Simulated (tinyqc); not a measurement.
What moves the moment: Stoner model of a band ferromagnet.

Density of states per atom and spin: flat with a rise to the top, D(e) = (M/W) [1 - sp + 4 sp (e/W + 1/2)^3]. Levels e -/+ I m/2 for up and down spin, m = n_up - n_down, n_up + n_down = nd. At zero temperature e(N) is the energy below which N states lie, and E(m) = sum over spins of integral e D de - I m^2/4.

Parameters, chosen for this exercise: W = 5.5 eV (band width, e from -W/2 to W/2); M = 5 (states per atom and spin); nd = 9.21 (electrons per atom); sp = 0.67 (shape parameter); I = 0.59 eV (Stoner parameter).

Lowest state for each case. Each row changes one parameter from the base and keeps the others.

Results:
```
case          I D(EF)  m (muB)  E - E(0) (meV)
base            1.500    0.790           -30.6
W = 5.06 eV     1.631    0.790           -35.5
I = 0.637 eV    1.620    0.790           -38.0
nd = 8.91       1.456    1.090           -54.6
sp = 0.77       1.656    0.790           -36.4
```

The largest shifts from the base row, up to three for each result and ties (the steps differ in size, so this ranks the rows, not the parameters). I D(EF): sp +0.156, W +0.130, I +0.120. m (muB): nd +0.300; unchanged at the printed digits by W, I and sp. E - E(0) (meV): nd -24.0, I -7.3, sp -5.8.

tinyqc: `OMP_NUM_THREADS=1 python tinyqc.py 1682552 1682553 out.jsonl`; about 0.3 s, one thread, shared Intel(R) Xeon(R) Processor @ 2.30GHz.
